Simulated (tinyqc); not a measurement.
Static screening by free carriers: one step. Fermi and screening wave vectors. Two cases, with inputs chosen for the exercise.

Question. Also the effective Bohr radius aB = a0 eps/m and rs = (3/(4 pi n))^(1/3)/aB.

kF = (3 pi^2 n/Mv)^(1/3), EF = c kF^2/m with c = hbar^2/2m0, n in 1/angstrom^3 (1e-24 per 1/cm^3), e2 = e^2/(4 pi eps0). Thomas-Fermi: qTF^2 = 6 pi e2 n/(eps EF). Debye: qD^2 = 4 pi e2 n/(eps kB T).

Constants: hbar^2/2m0 = 3.80998211 eV angstrom^2; e^2/(4 pi eps0) = 14.39964547 eV angstrom; kB = 8.617333262e-05 eV/K; a0 (Bohr radius) = 0.5291772105 angstrom.

Give: kF; EF at 0 K; EF/kT; qTF; qD; aB; rs.

Case 1.

Values chosen (a free-electron density near that of Al; shifted at random, so the results belong to these values and not to a real crystal): n = 1.79e+23 1/cm^3 (carrier density); m = 1 m0 (mass of one isotropic valley); Mv = 1 (valleys); eps = 1 (background dielectric constant); T = 300 K.

Answer.

kF = 1.7435 1/angstrom
EF at 0 K = 1.158e+04 meV
EF/kT = 448
qTF = 2.0482 1/angstrom
qD = 35.396 1/angstrom
aB = 0.5292 angstrom
rs = 2.08

Case 2.

Values chosen (a free-electron density near that of Na; shifted at random, so the results belong to these values and not to a real crystal): n = 2.71e+22 1/cm^3 (carrier density); m = 1 m0 (mass of one isotropic valley); Mv = 1 (valleys); eps = 1 (background dielectric constant); T = 300 K.

Answer.

kF = 0.92924 1/angstrom
EF at 0 K = 3290 meV
EF/kT = 127
qTF = 1.4953 1/angstrom
qD = 13.773 1/angstrom
aB = 0.5292 angstrom
rs = 3.90

The gas is degenerate, so the Thomas-Fermi value applies. With rs above 1 exchange and correlation, left out here, are not small.

Computed by tinyqc, one run a case: `OMP_NUM_THREADS=1 python tinyqc.py N N+1 out.jsonl` with N = 1681165, 1681182; one thread of a shared Intel(R) Xeon(R) Processor @ 2.30GHz, about 0.01 s a run at most.
